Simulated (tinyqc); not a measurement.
Interface traps from C-V curves, high-low and Terman methods: one step of the calculation.

MOS capacitor on an n-type substrate; psi is the band bending, negative in depletion; only majority carriers are counted. At the bending psi the Fermi level lies y = xi - psi below the conduction edge at the surface, xi = Vt ln(Nc/Nd). Dit(y) = D0 + D1 exp(-y/E1); traps fill up to the Fermi level, follow the bias and a slow signal, and do not follow a fast one. V is the gate voltage from flat band.

Problem. Terman extraction. psi at each point follows from C_HF and the ideal curve. Dit = (Cox/q) d(V - V0)/dpsi by central differences over the two neighbours.

Constants: q = 1.602176634e-19 C. Results are converted to the units shown.

```
point      psi (V)       V0 (V)        V (V)
0      -0.68000000  -0.91394216  -0.95728931
1      -0.60877778  -0.82961746  -0.87073748
2      -0.53755556  -0.74446470  -0.78334831
3      -0.46633333  -0.65830372  -0.69492827
4      -0.39511111  -0.57087761  -0.60518798
5      -0.32388889  -0.48179741  -0.51365933
6      -0.25266667  -0.39042169  -0.41950811
7      -0.18144444  -0.29554743  -0.32106169
8      -0.11022222  -0.19441975  -0.21442134
9      -0.03900000  -0.07873035  -0.08849259
```

Cox = 1233.2619 nF/cm^2

Wanted: Dit by Terman.

Solution.

Dit by Terman, point 1 to 8 (cm^-2 eV^-1): [2.412e11, 2.429e11, 2.471e11, 2.574e11, 2.823e11, 3.430e11, 4.909e11, 8.512e11]

The differences overstate the curved tail; the largest error is 9.5 %, at point 8.

Computed by the program tinyqc: `OMP_NUM_THREADS=1 python tinyqc.py 2030068 2030069 out.jsonl`, one thread of a shared Intel Xeon 2.30GHz, about 0.01 s for the whole run.
